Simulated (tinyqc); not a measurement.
Frequency dispersion of an accumulation capacitance by border traps, distributed model: capacitance and loss against frequency.

Traps spread evenly through the insulator exchange electrons with the semiconductor by tunnelling, with tau(x) = t0 exp(2 ka x) at depth x from the interface. The admittance per area Y seen at depth x obeys dY/dx = -Y^2/(i w eps0 eox) + q Nb ln(1 + i w tau)/tau, with Y(0) = i w Cs and w = 2 pi f; the gate sees Y(tox) = G + i w C. Working variable y = Y/(i w), in uF/cm^2. Cox = eps0 eox/tox.

Cox; trap-free value 1/(1/Cox + 1/Cs); response depth d = ln(1/(w t0))/(2 ka), where w tau = 1; lumped estimate: all traps within d act as C_bt = q Nb d placed at d/2, so C = 1/{1/[1/(1/Cs + d/(2 eps0 eox)) + C_bt] + (tox - d/2)/(eps0 eox)}. C and G from a fine integration; dispersion -d C/d log10 f over C, from f times and over 1.1. For a broad spread of time constants G/w is close to -(pi/2) dC/d ln w.

Values chosen for this exercise; permittivity close to that of aluminium oxide: relative permittivity of the insulator eox = 8.6; insulator thickness tox = 11 nm; semiconductor capacitance in accumulation Cs = 0.79 uF/cm^2; density of border traps Nb = 8.4e19 cm^-3 eV^-1; decay constant of the wave function in the insulator ka = 6.1 1/nm; time constant of a trap at the interface t0 = 9e-11 s.

Constants: q = 1.602176634e-19 C, eps0 = 8.8541878128e-14 F/cm where lengths are in cm. Results are converted to the units shown.

The same in every row: trap-free C (uF/cm^2) = 0.3689.

Result of one run:
```
f (Hz),d (nm),C (uF/cm^2),G/w (uF/cm^2),dispersion (% a decade),-(pi/2) dC/d ln w (uF/cm^2),lumped C (uF/cm^2)
100,1.368,0.5884,0.01199,2.980,0.01196,0.5739
```

What becomes of these results when the frequency f is changed from 100 to 1e7 Hz, all else the same?

Result of the changed run:
```
f (Hz),d (nm),C (uF/cm^2),G/w (uF/cm^2),dispersion (% a decade),-(pi/2) dC/d ln w (uF/cm^2),lumped C (uF/cm^2)
1e7,0.4242,0.4786,0.02026,6.155,0.02010,0.4628
```

The whole series:
```
f (Hz),d (nm),C (uF/cm^2),G/w (uF/cm^2),dispersion (% a decade),-(pi/2) dC/d ln w (uF/cm^2),lumped C (uF/cm^2)
10,1.557,0.6055,0.01141,2.757,0.01139,0.5895
100,1.368,0.5884,0.01199,2.980,0.01196,0.5739
1000,1.179,0.5703,0.01279,3.276,0.01275,0.5568
10000,0.9904,0.5509,0.01387,3.675,0.01381,0.5378
1e5,0.8017,0.5297,0.01535,4.225,0.01527,0.5165
1e6,0.6129,0.5059,0.01740,5.005,0.01727,0.4919
1e7,0.4242,0.4786,0.02026,6.155,0.02010,0.4628
```

C falls from 0.6055 to 0.4786 uF/cm^2, towards the trap-free 0.3689; each decade of frequency removes ln 10/(2 ka) = 0.189 nm from the response depth. The dispersion rises from 2.76 to 6.16 % a decade and G/w rises from 0.0114 to 0.0203 uF/cm^2. G/w lies between 1.00 and 1.01 times -(pi/2) dC/d ln w, the relation for a broad spread of time constants.

Numbers from tinyqc (`OMP_NUM_THREADS=1 python tinyqc.py 2202118 2202119 out.jsonl`; about 0.6 s on one thread of a shared Intel Xeon 2.30GHz).
